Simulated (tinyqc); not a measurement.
Worked calculation: localisation in a chain with random site energies (transfer matrices). Values are carried at full precision from step to step, so a last printed digit may differ when a step is redone from the rounded ones.

Hopping -t; leads with site energy 0, E = -2t cos(ka). psi_(j+1) = ((e_j - E)/t) psi_j - psi_(j-1), a product of matrices M_j = [[(e_j - E)/t, -1], [1, 0]]. For M = M_N ... M_1 the transmission is T = 4 sin^2(ka)/|M21 - M12 + M22 exp(ika) - M11 exp(-ika)|^2. Long samples draw e_j = W (x_j/2147483647 - 1/2) from x_j = 16807 x_(j-1) mod 2147483647, starting at x0. The localisation length xi, in sites, is defined by ln T = -2N/xi on average; weak disorder gives xi = 24 (4t^2 - E^2)/W^2, and the mean free path for backscattering is xi/2.

Parameters, chosen for this exercise: t = 1.15 eV (hopping); E = -0.78 eV (energy); e = (-0.28, -0.6, 0.14, -0.02, 0.01, 0.36, 0.8, -0.49) eV (site energies of the short sample); W = 1.66 eV (full width of the disorder); a = 2.7 angstrom (spacing).

## The product of transfer matrices

Multiply site by site and give T for each length.

Running product:
```
j  (e_j - E)/t      M11      M12      M21      M22       T
1       0.4348   0.4348  -1.0000   1.0000   0.0000  0.9835
2       0.1565  -0.9319  -0.1565   0.4348  -1.0000  0.9763
3       0.8000  -1.1803   0.8748  -0.9319  -0.1565  0.9537
4       0.6609   0.1519   0.7346  -1.1803   0.8748  0.9513
5       0.6870   1.2847  -0.3701   0.1519   0.7346  0.9513
6       0.9913   1.1216  -1.1015   1.2847  -0.3701  0.8772
7       1.3739   0.2563  -1.1433   1.1216  -1.1015  0.9104
8       0.2522  -1.0570   0.8132   0.2563  -1.1433  0.7649
```

T is 0.7649 for the whole sample and does not fall steadily (it rises at j = 7): reflected waves interfere. The determinant of M stays 1.

## The same sites added without interference

One site alone reflects R_j = e_j^2/(e_j^2 + 4t^2 - E^2); incoherent addition sums R/(1 - R), and T = 1/(1 + sum).

R_j: [0.0165, 0.0714, 0.0042, 0.0001, 0.0000, 0.0269, 0.1203, 0.0488]

sum of R/(1 - R) = 0.3136
T without interference = 0.7613

The coherent product gives 0.7649 for this sample.

## Weak-disorder lengths

Form ka, xi, xi a and the mean free path xi a/2.

ka = 1.2248 rad
xi = 40.77 sites

lengths (nm): localisation 11.009, mean free path 5.505

The formula needs xi well above one site.

## Checks

- T from the product against the Green function: both 0.76489.

tinyqc: `OMP_NUM_THREADS=1 python tinyqc.py 1452384 1452385 out.jsonl`; about 0.1 s, one thread, shared Intel(R) Xeon(R) Processor @ 2.30GHz.
